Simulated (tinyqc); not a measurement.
Worked calculation: self-heating of a transistor with one or more fingers, with temperature-dependent conductivity. Computed by tinyqc, a small Python program that keeps every step. Command: `OMP_NUM_THREADS=1 python tinyqc.py 3000220 3000221 out.jsonl selfheat walk`. One thread of a shared host (Intel(R) Xeon(R) Processor @ 2.30GHz), about 0.07 s of CPU time with the checks. Intermediate numbers are printed to about 6 digits and carried at full precision; extremes and crossings named in words are read from the listed rows.

N long parallel fingers lie on the top face of a slab whose bottom is held at T_0; the top is otherwise insulated, and heat flows in two dimensions. P in W/mm is 1000 P in W/m.

Inputs (values chosen for the exercise, modelled on sapphire):

| quantity | value | unit |
|---|---|---|
| conductivity at the base temperature kappa_0 | 33 | W/(m K) |
| exponent m in kappa ~ T^-m | 1.13 | - |
| base temperature T_0 | 300 | K |
| power per gate width P | 0.21 | W/mm |
| fingers N | 3 | - |
| finger pitch s | 8.9 | micrometre |
| width of the heat source w | 1.7 | micrometre |
| substrate thickness t | 280 | micrometre |
| phonon free path Lambda | 21 | nm |
| heat capacity C | 2.98 | 1e6 J/(m^3 K) |
| pulse length | 2.7 | microsecond |

Power: fixed power.

## Geometry factors

A line source of power P on the top face raises the top at distance x by (P/(pi kappa_0)) g(x), g(x) = -ln tanh(pi x/(4 t)) (the image sum for the slab). On a strip of width w the centre sees the mean of g over the strip, g_0 = 1 + ln(8 t/(pi w)) for w much below t.

own factor g_0 = 7.03887

g(j s), j = 1..7: 3.69051  2.99799  2.59356  2.30732  2.08604  1.90598  1.75450

## Linear temperature rise of each finger

theta_i = (P/(pi kappa_0)) [g_0 + sum over j != i of g(|i - j| s)], with equal powers and constant conductivity; thermal resistance = largest theta/P.

theta of each finger (K): 27.8063  29.2091  27.8063

largest theta = 29.2091 K

thermal resistance = 139.091 K mm/W

The neighbours supply 51 % of the rise of the hottest finger, which runs 1.4 K above the outer ones.

## Correction for the falling conductivity

Kirchhoff transformation for kappa = kappa_0 (T/T_0)^-m: T = T_0 [1 - (m - 1) theta/T_0]^(-1/(m - 1)), where theta is the linear rise. The bracket vanishes at the power P T_0/((m - 1) theta).

peak temperature = 330.884 K

true rise = 30.8839 K

true rise / linear rise = 1.05734

power at which the formula diverges = 16.5913 W/mm

The falling conductivity adds 5.7 % to the rise.

## Extra rise from ballistic phonons

Near a source smaller than the free path, Fourier's law overstates the flow. Rough estimate: a strip that emits phonons into a half space adds a resistance times area of 4 Lambda/(3 kappa_0), from the ballistic flux C v Delta T/4 with kappa_0 = C v Lambda/3, so Delta T_b = 4 Lambda P/(3 kappa_0 w); Knudsen number Lambda/w.

Knudsen number = 0.0123529

ballistic rise Delta T_b = 0.104813 K

Delta T_b / largest theta = 0.00358837

By this estimate the ballistic term is at most a fifth of the Fourier rise.

## Rise at the end of a pulse

After switching on, theta(tau) = (P D/kappa_0) int_0^tau X(u) Z(u) du at the hottest finger, D = kappa_0/C; X = sum over fingers at distance x of [erf((x + w/2)/r) - erf((x - w/2)/r)]/(2 w), Z = sum_(j=-200..200) (-1)^j exp(-(2 j t/r)^2)/sqrt(pi D u), r = 2 sqrt(D u); trapezoid rule on 300 points evenly spaced in ln u from u_0 = 1e-3 min(tau, w^2/D) to tau, plus the exact piece 2 sqrt(u_0/(pi D))/w below u_0. Conductivity and power are held at their base values here, and Fourier's law is used even where the diffusion length is near a phonon free path.

diffusivity D = 11.0738 micrometre^2/microsecond

diffusion length sqrt(D tau) = 5.46803 micrometre

linear rise after the pulse = 7.4389 K

share of the steady rise = 0.2547

## Rise against time

The formulas are those given above.

Heating curve:

| time (microsecond) | sqrt(D time) (micrometre) | rise (K) | share of the steady rise |
|---|---|---|---|
| 0.0071 | 0.280400 | 1.1794 | 0.04038 |
| 0.071 | 0.886703 | 3.0057 | 0.1029 |
| 0.71 | 2.80400 | 5.3228 | 0.1822 |
| 7.1 | 8.86703 | 9.7064 | 0.3323 |
| 71 | 28.0400 | 16.272 | 0.5571 |
| 350 | 62.2562 | 21.078 | 0.7216 |
| 1400 | 124.512 | 25.276 | 0.8654 |
| 4200 | 215.662 | 28.157 | 0.964 |
| 11000 | 349.016 | 29.147 | 0.9979 |

Half the steady rise is reached between 7.1 and 71 microseconds, and the last row holds 99.8 % of it; the slowest time constant is 4 t^2/(pi^2 D) = 2870 microseconds. While the diffusion length lies between w and the pitch or thickness, the rise grows as the logarithm of time; once it nears the pitch of 8.9 micrometre the neighbours add their heat.

Checks made by the program: g(s) against the alternating image sum (relative difference 3e-07); Kirchhoff integral of kappa/kappa_0 from T_0 to T (relative difference below 1e-10); long-time limit against the steady rise (relative difference 2e-04).
